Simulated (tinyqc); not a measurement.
Worked calculation: UHF in the sto-3g basis, for H3, spin multiplicity 2. One step of it, computed by the program tinyqc.

Question. Orthogonalisation. S = U s U^T; symmetric (Loewdin) form X = U s^(-1/2) U^T, so that X^T S X = 1.

overlap S, lower triangle:
```
          1H 1s     2H 1s     3H 1s
1H 1s  1.000000
2H 1s  0.368745  1.000000
3H 1s  0.368745  0.051985  1.000000
```

Give: eigenvalues of S; X.

Answer.

eigenvalues of S: 0.504  0.948  1.548

X, lower triangle:
```
        1H 1s  2H 1s  3H 1s
1H 1s   1.121
2H 1s  -0.214  1.059
3H 1s  -0.214  0.032  1.059
```
